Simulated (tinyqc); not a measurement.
Non-radiative capture by multiphonon emission, one effective mode: one step, computed by the program tinyqc.

The initial state (free carrier plus empty centre) lies dE above the final state; both have the same frequency and are displaced by dQ.

Question. Geometry of the two curves. dQ = sqrt(2 S (hbar^2/u)/hbar omega); relaxation energy lambda = S hbar omega; phonons needed P = dE/hbar omega; classical barrier E_b = (dE - lambda)^2/(4 lambda); occupation n = 1/(exp(hbar omega/k_B T) - 1).

Inputs (values chosen for the exercise, with mass, screening and phonons like those of InP):

| quantity | value | unit |
|---|---|---|
| energy released dE | 0.781 | eV |
| phonon energy hbar omega | 37.6 | meV |
| Huang-Rhys factor S | 11.5 | - |
| temperature T | 300 | K |

Centre: neutral.

Constants: hbar^2/u = 4.18015928e-03 eV angstrom^2; k_B = 8.617333262e-05 eV/K.

Give: dQ; lambda; P; classical barrier E_b; occupation n.

Answer.

dQ = 1.599 u^(1/2) angstrom

lambda = 0.4324 eV

P = 20.77

classical barrier E_b = 0.07026 eV

occupation n = 0.3047

dE exceeds lambda: the inverted case usual for deep centres, in which the curves cross on the far side of the initial minimum.
